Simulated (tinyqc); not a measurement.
# Worked calculation: FinFET, parasitic resistance, capacitance and delay

Program tinyqc, `OMP_NUM_THREADS=1 python tinyqc.py 2170083 2170084 out.jsonl`; Intel Xeon 2.30GHz, shared host, one thread, about 0.04 s. Printed values are rounded.

Nf fins under one contact; each has gated perimeter p = 2 Hf + Wf and cross-section A = Hf Wf; contact width Wc = Nf pf, stack height Hs = Hf. Contact length Lc = CPP - Lg - 2 Lsp, shared by two neighbouring gates. Source and drain sides are equal. The formulas are first-order estimates, not field solutions.

Values chosen for this exercise; values close to those of silicon logic devices:
```
symbol,value,unit,meaning
T,300,K,temperature
Nf,3,,number of fins
Hf,55,nm,fin height
Wf,6,nm,fin width
pf,42,nm,fin pitch
CPP,45,nm,contacted gate pitch
Lg,14,nm,gate length
Lsp,8,nm,spacer length
ks,7,,relative permittivity of the spacer
Hc,30,nm,gate height above the channel stack
rc,3.6e-9,ohm cm^2,contact resistivity
re,0.0005,ohm cm,resistivity of the source-drain epitaxy
te,15,nm,current-carrying depth of the epitaxy
rx,0.00062,ohm cm,resistivity of the extension
Lov,1,nm,gate overlap
Cinv,2.3,uF/cm^2,inversion capacitance
vx,8e6,cm/s,injection velocity
mu,140,cm^2/(V s),apparent mobility
VT,0.21,V,threshold at zero drain voltage
dl,0.026,V/V,barrier lowering
n,1.29,,subthreshold factor
Cw,0.24,fF,wire load
Vdd,0.6,V,supply voltage
```

Constants: q = 1.602176634e-19 C, kB = 1.380649e-23 J/K, eps0 = 8.8541878128e-12 F/m, Vt = kB T/q. Results are converted to the units shown.

## Geometry and resistances

Epitaxy sheet resistance Rsh = re/te, transfer length LT = sqrt(rc/Rsh), contact Rc = [sqrt(rc Rsh)/Wc] coth(Lc/(2 LT)); extension of one fin Rx = rx Lsp/A. Effective width N p; for equal currents one side has Rc + Rx/N.

Lc = 15 nm
effective width = 348 nm
Rsh = 333.333 ohm
LT = 32.8634 nm
Rc = 387.543 ohm
Rx = 150.303 ohm
one side times effective width = 152.300 ohm um

Lc/2 is 0.23 transfer lengths, and Rc is 1.7 % above the area limit rc/(Wc Lc/2). The contact makes up 88.6 % of one side.

## Capacitances

With N fins: gate Cg = Cinv p N Lg; per side, plate Cp = ks eps0 [Wc (Hs + Hc) - N A]/Lsp, top fringe Cf = (2/pi) ks eps0 Wc ln(1 + Lg/(2 Lsp)), overlap Co = Cinv p N Lov. Cs = Cp + Cf + Co. An inverter of two such devices driving an equal one has the load CL = 2 (Cg + 2 Cs) + 4 Cs + Cw (its own drains counted twice for the Miller effect).

Cg = 112.056 aF
Cp = 75.3049 aF
Cf = 3.12520 aF
Co = 8.004 aF
CL = 1155.58 aF

The channel capacitance gives 19.4 % of CL, the parasitic parts 59.8 % and the wire 20.8 %.

## Iteration 1: fin currents at Vgs = Vdd, Vds = Vdd/2

I at the start (uA): fin 1 0, fin 2 0, fin 3 0

One fin: I = p Q vx u/(1 + |u|^1.8)^(1/1.8), Q = Cinv n Vt ln(1 + exp((Vg' - VT + dl Vd')/(n Vt))), u = Vd' mu/(vx Lg), Vg' = Vgs - v, Vd' = Vds - 2 v, with the drop on each side v = Rc (sum of I) + Rx I. I(new) = I(out).

drop v (mV): fin 1 0, fin 2 0, fin 3 0
I(out) (uA): fin 1 80.8290, fin 2 80.8290, fin 3 80.8290
I after iteration 1 (uA): fin 1 80.8290, fin 2 80.8290, fin 3 80.8290

## Iteration 2: fin currents at Vgs = Vdd, Vds = Vdd/2

As before.

drop v (mV): fin 1 106.123, fin 2 106.123, fin 3 106.123
I(out) (uA): fin 1 43.4416, fin 2 43.4416, fin 3 43.4416
I after iteration 2 (uA): fin 1 43.4416, fin 2 43.4416, fin 3 43.4416

## Course of the iteration: fin currents at Vgs = Vdd, Vds = Vdd/2

Stop when the largest change of I is below 1e-6 uA, or after 80 iterations.

Course of the iteration:
```
iteration  total I (uA)  largest |change| of one entry (uA)
1               242.487                                80.8
2               130.325                                37.4
3               193.752                                21.1
4               162.947                                10.3
5               178.967                                5.34
6               170.948                                2.67
7               175.037                                1.36
8               172.972                               0.688
9               174.020                               0.349
...                 ...                                 ...
20              173.668                             1.97e-4
21              173.668                             1.00e-4
22              173.668                             5.07e-5
23              173.668                             2.57e-5
24              173.668                             1.30e-5
25              173.668                             6.59e-6
26              173.668                             3.34e-6
27              173.668                             1.69e-6
28              173.668                             8.57e-7
```

Converged in 28 iterations. At the end each change is about 0.51 times the one before: linear convergence.

## Effective current, delay and energy

IH = I(Vdd, Vdd/2) = 173.668 uA
IL = I(Vdd/2, Vdd), solved likewise = 52.9127 uA

Ieff = (IH + IL)/2, delay CL Vdd/(2 Ieff), energy CL Vdd^2, with CL the load of an inverter that drives an equal one.

Ieff = 113.290 uA
delay = 3.06006 ps
energy = 416.010 aJ

Without any series resistance Ieff would be 155 uA, so the resistances cost 26.9 %.
